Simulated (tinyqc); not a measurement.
Pi bands of a honeycomb layer in tight binding: sweeps and comparisons. A value that a table varies takes the place of the one given here.

Lattice vectors a (1,0) and a (1/2, sqrt3/2); f = exp(i ky a/sqrt3) + 2 cos(kx a/2) exp(-i ky a/(2 sqrt3)), w = |f|. H = [[D - t2 F, -t f], [., -D - t2 F]] with F = w^2 - 3, S = [[1, s0 f], [., 1]]; the levels solve det(H - E S) = 0. K = (4 pi/3a, 0), M = (pi/a, pi/(sqrt3 a)); w = 3, 1, 0 at Gamma, M, K.

Constants: hbar^2/2m0 = 3.80998211 eV angstrom^2.

Inputs chosen for the exercise (of the size used for graphene; the results hold for these values, not for the real material): a = 2.46 angstrom (lattice constant); t = 3.07 eV (nearest hopping); t2 = 0 eV (second-neighbour hopping); s0 = 0 (overlap of neighbours); D = 0.046 eV (+D on A, -D on B).

## How far the cone holds

Upper and lower levels at distance q from K towards Gamma (-x) and towards M (+x), measured from 3 t2; cone: sqrt(D^2 + (hbar v q)^2), hbar v = (sqrt3/2) a (t + 3 t2 s0).

Levels (eV):
```
q (1/angstrom)    cone  upper, to Gamma  lower, to Gamma  upper, to M  lower, to M
0.02            0.1387           0.1395          -0.1395       0.1378      -0.1378
0.05            0.3302           0.3358          -0.3358       0.3243      -0.3243
0.10            0.6557           0.6771          -0.6771       0.6309      -0.6309
0.15            0.9821           1.0286          -1.0286       0.9245      -0.9245
0.20            1.3089           1.3881          -1.3881       1.2034      -1.2034
0.30            1.9627           2.1250          -2.1250       1.7119      -1.7119
0.40            2.6166           2.8764          -2.8764       2.1482      -2.1482
0.60            3.9245           4.3766          -4.3766       2.7792      -2.7792
```

At q = 0.2 the upper band lies +79 meV from the cone towards Gamma and -106 meV towards M; half their difference, 92 meV, is the trigonal warping, steeper towards Gamma, and their mean, -13 meV, comes from the bending of the band. All four values stay within 5 % of the cone up to q = 0.1. Upper and lower bands are mirror images.

## Fermi level against carrier density

hbar v = 6.54040 eV angstrom

Cone with four flavours: n = kF^2/pi, EF = sqrt(D^2 + (hbar v kF)^2), density of states 2 EF/(pi (hbar v)^2), quantum capacitance e^2 times it (1 e^2/(eV angstrom^2) = 1602.177 microF/cm^2), cyclotron mass 2c EF/(hbar v)^2, c = hbar^2/2m0; 1e12/cm^2 = 1e-4/angstrom^2.

Filling:
```
n (1e12/cm^2)  kF (1/angstrom)  EF (eV)  Cq (microF/cm^2)  cyclotron mass (m0)
0.10                   0.00560   0.0588             1.403               0.0105
0.25                   0.00886   0.0740             1.764               0.0132
0.50                   0.01253   0.0940             2.241               0.0167
1.00                   0.01772   0.1247             2.974               0.0222
2.00                   0.02507   0.1703             4.060               0.0303
4.00                   0.03545   0.2364             5.636               0.0421
10.00                  0.05605   0.3695             8.810               0.0658
20.00                  0.07927   0.5205            12.410               0.0927
```

From 1 to 4e12/cm^2 EF rises by a factor 1.895, less than two because the gap 2D = 0.092 eV still counts. Capacitance and mass grow in proportion to EF counted from mid-gap, so hardly at all while a large gap term dominates it; in a parabolic band both are constant; Cq is 2.97 microF/cm^2 at 1e12/cm^2, against 3.45 for 1 nm of a dielectric with eps = 3.9.

## What each parameter does

Gap at K, difference at M, and the two levels at Gamma, from (e - E)^2 - D^2 - (t + s0 E)^2 w^2 = 0, e = -t2 (w^2 - 3). Each row changes one parameter from the base and keeps the others.

Results:
```
case                 gap at K (eV)  difference at M (eV)  lower at Gamma (eV)  upper at Gamma (eV)
base                        0.0920                6.1407              -9.2101               9.2101
t = 3.2235 eV               0.0920                6.4477              -9.6706               9.6706
t2 = 0.05 eV                0.0920                6.1407              -9.5101               8.9101
s0 = 0.03                   0.0920                6.1462              -8.4497              10.1210
D = 0.146 eV                0.2920                6.1469              -9.2112               9.2112
a = 2.5092 angstrom         0.0920                6.1407              -9.2101               9.2101
```

The largest shifts from the base row, up to three for each result and ties (the steps differ in size, so this ranks the rows, not the parameters). gap at K (eV): D +0.2000; unchanged at the printed digits by t, t2, s0 and a. difference at M (eV): t +0.3070, D +0.0063, s0 +0.0055; unchanged at the printed digits by t2 and a. lower at Gamma (eV): s0 +0.7605, t -0.4605, t2 -0.3000; unchanged at the printed digits by a. upper at Gamma (eV): s0 +0.9109, t +0.4605, t2 -0.3000; unchanged at the printed digits by a. At points fixed by symmetry a drops out; the gap at K is 2D whatever the hoppings.

Program tinyqc; command `OMP_NUM_THREADS=1 python tinyqc.py 1452808 1452809 out.jsonl`; about 0.01 s on one thread of a shared Intel(R) Xeon(R) Processor @ 2.30GHz.
